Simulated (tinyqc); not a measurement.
What each parameter does: optical transitions of a finite quantum well.

Each carrier sees a square well of width L with its own depth V and masses m (inside), mb (outside); c = hbar^2/2m0, k = sqrt(m E/c), kappa = sqrt(mb (V - E)/c), and level n solves k L + 2 atan[(k/m)/(kappa/mb)] = n pi. The envelope is cos(kz) for odd n and sin(kz) for even n inside, joins exp(-kappa (|z| - L/2)) outside, and is normalised to 1. Excitons and band mixing are left out.

Constants: hbar^2/2m0 = 3.80998211 eV angstrom^2; hc = 1239.841984 eV nm.

Values chosen for the exercise (near those of an InGaAs well in InAlAs; shifted at random, so the results belong to these values and not to a real crystal):

| symbol | value | unit | meaning |
|---|---|---|---|
| L | 69 | angstrom | well width |
| Eg | 0.794 | eV | gap of the well |
| Vc | 0.533 | eV | conduction offset |
| Vv | 0.203 | eV | valence offset |
| me | 0.0411 | m0 | electron, well |
| meb | 0.0717 | m0 | electron, barrier |
| mh | 0.387 | m0 | heavy hole along z, well |
| mhb | 0.403 | m0 | heavy hole, barrier |
| ml | 0.0529 | m0 | light hole along z, well |
| mlb | 0.0919 | m0 | light hole, barrier |

Edge wavelength hc/(Eg + e1 + hh1), squared overlap of e1 and hh1, and the confinement energies.

Results for these values:

| case | edge (nm) | overlap^2 | e1 (meV) | hh1 (meV) |
|---|---|---|---|---|
| base | 1387.7 | 0.9722 | 85.4 | 14.0 |

What happens to each result for Vc = 0.613 eV, all else kept?

Answer: edge falls from 1387.7 to 1381.7; overlap^2 rises from 0.9722 to 0.9780; e1 rises from 85.4 to 89.4; hh1 does not change at the printed digits.

The same for each parameter in turn:

| case | edge (nm) | overlap^2 | e1 (meV) | hh1 (meV) |
|---|---|---|---|---|
| base | 1387.7 | 0.9722 | 85.4 | 14.0 |
| L = 62 angstrom | 1363.9 | 0.9690 | 98.4 | 16.6 |
| Eg = 0.81 eV | 1363.3 | 0.9722 | 85.4 | 14.0 |
| Vc = 0.613 eV | 1381.7 | 0.9780 | 89.4 | 14.0 |
| Vv = 0.244 eV | 1387.1 | 0.9664 | 85.4 | 14.4 |
| me = 0.0452 m0 | 1392.8 | 0.9769 | 82.2 | 14.0 |
| mh = 0.445 m0 | 1389.7 | 0.9661 | 85.4 | 12.7 |
| meb = 0.086 m0 | 1394.4 | 0.9710 | 81.2 | 14.0 |

Computed by tinyqc, a small Python program: `OMP_NUM_THREADS=1 python tinyqc.py 1280153 1280154 out.jsonl` (the numbers bound the seed that draws the inputs); one thread of a shared host (Intel(R) Xeon(R) Processor @ 2.30GHz), about 0.1 s for the whole set of steps.
